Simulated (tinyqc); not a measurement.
# Surface potential of a MOS transistor: implicit equation and explicit approximations: two studies

p-type body, charge-sheet picture, depletion and inversion only, full ionisation (an idealisation for deep acceptors), Boltzmann statistics (rough once Na exp(x - xn) passes about Nc/7). In units of Vt: xg = (Vg - Vfb)/Vt, x = psi/Vt, G = gamma/sqrt(Vt), xn = (2 phiF + Vc)/Vt. The implicit equation is (xg - x)^2 = G^2 [x - 1 + exp(x - xn)] for x above about 3. Cox = eps0 eox/tox.

Parameters, values chosen for the exercise; band and dielectric values close to those of silicon:
```
symbol,value,unit,meaning
T,250,K,temperature
Eg,1.12,eV,band gap
eps_r,11.6,,relative permittivity
Nc,2.15e19,cm^-3,conduction-band density of states at T
Nv,2e19,cm^-3,valence-band density of states at T
eox,3.9,,relative permittivity of the gate insulator (close to silicon dioxide)
tox,24,nm,insulator thickness
Na,2.4e16,cm^-3,acceptor density
Vfb,-0.51,V,flat-band voltage
Vc,0.5,V,channel-body voltage
Vg,1.35,V,gate-body voltage
```

Constants: q = 1.602176634e-19 C, kB = 1.380649e-23 J/K, Vt = kB T/q, eps0 = 8.8541878128e-14 F/cm where lengths are in cm. Results are converted to the units shown.

Each table varies one quantity; the others keep the values above.

## Accuracy of the approximations against gate voltage

ni = sqrt(Nc Nv) exp(-Eg/(2 Vt)), Eg in volts; phiF = Vt ln(Na/ni); gamma = sqrt(2 q eps0 eps_r Na)/Cox; VT = Vfb + Vt (xn + G sqrt(xn - 1)). Depletion value a = 1 + [sqrt(G^2/4 + xg - 1) - G/2]^2; inversion value b = xn + ln[(xg - xn)^2/G^2 - xn + 1] and first guess y = min(a, b) - ln(1 + exp(-|a - b|)) if a > xn + 1, else b = y = a; one second-order correction with D = exp(y - xn), p = 2 (xg - y) + G^2 (1 + D), w = (xg - y)^2 - G^2 (y - 1 + D): z = y + 2 w/(p + sqrt(p^2 - 2 (2 - G^2 D) w)), or the Newton step z = y + w/p where the root is not real. N_inv = (Cox Vt G/q) [sqrt(x - 1 + exp(x - xn)) - sqrt(x - 1)] at the root. Lambert form (Cox m Vt/q) W0[(G/(2 m sqrt(xn - 1))) exp((Vg - VT)/(m Vt))], m = 1 + G/(2 sqrt(xn - 1)). Errors under 1e-4 mV, and the linear form below VT, are printed as 0.

Accuracy of the approximations against gate voltage:
```
Vg (V)  psi (V)   x - xn  error of y (mV)  error of z (mV)  N_inv (cm^-2)  Cox (Vg - VT)/q (cm^-2)  Lambert form (cm^-2)
1.12      1.014   -14.58                0                0           2782                        0                  1960
1.32      1.168   -7.436          2.84e-3                0        3.290e6                        0               2.927e6
1.52      1.322  -0.3309             3.29         -1.90e-3        3.753e9                        0               3.754e9
1.72      1.394    3.054             12.0           -0.972       1.004e11                 1.752e11              1.022e11
1.92      1.417    4.096             7.94           -0.235       2.545e11                 3.548e11              2.589e11
2.12      1.430    4.699             6.03          -0.0959       4.194e11                 5.344e11              4.263e11
2.32      1.439    5.133             4.98          -0.0518       5.885e11                 7.140e11              5.976e11
2.52      1.447    5.476             4.29          -0.0324       7.597e11                 8.937e11              7.709e11
2.72      1.453    5.761             3.80          -0.0222       9.324e11                 1.073e12              9.455e11
```

Read the table: what changes, and by how much?

psi rises from 1.01 to 1.45 V and ends 5.8 Vt above 2 phiF + Vc. Among the rows the first guess is off by at most 12 mV (at Vg = 1.72 V) and the corrected value by at most 0.97 mV. In the last row the linear form is 15 % above N_inv and the Lambert form 1.4 % above it; in the first row the Lambert form is 30 % below it. For Vg = 2.32, 2.52, 2.72 the electron quasi-Fermi level lies less than 2 Vt below the band edge at the surface, or above it, where degeneracy and confinement, left out, matter.

## Effect of the acceptor density at fixed gate voltage

Same model as above.

Vfb is held fixed.

Effect of the acceptor density at fixed gate voltage:
```
Na (cm^-3)  psi (V)  x - xn  error of y (mV)  error of z (mV)  N_inv (cm^-2)  Cox (Vg - VT)/q (cm^-2)  Lambert form (cm^-2)
8e14          1.330   6.871             11.2           -0.879       3.600e11                 4.997e11              3.790e11
1.8e15        1.344   5.913             11.0           -0.785       2.883e11                 4.113e11              3.007e11
3.8e15        1.355   4.899             11.6           -0.941       1.988e11                 3.039e11              2.058e11
8.4e15        1.354   3.295             14.6            -2.18       7.515e10                 1.491e11              7.716e10
1.8e16        1.263  -2.453            0.359                0        3.992e8                        0               3.894e8
4e16          1.051  -13.91                0                0           6891                        0                  4827
```

Read the table: what changes, and by how much?

As Na goes from 8e14 to 4e16, psi goes from 1.33 through a maximum of 1.35 (at Na = 3.8e15 among the rows listed) to 1.05 V, x - xn falls from 6.87 to -13.9 and N_inv falls from 3.60e11 to 6890 cm^-2. The Lambert form lies between 0.701 and 1.05 times N_inv.

Program tinyqc, `OMP_NUM_THREADS=1 python tinyqc.py 2122208 2122209 out.jsonl`; Intel Xeon 2.30GHz, shared host, one thread, about 0.01 s.
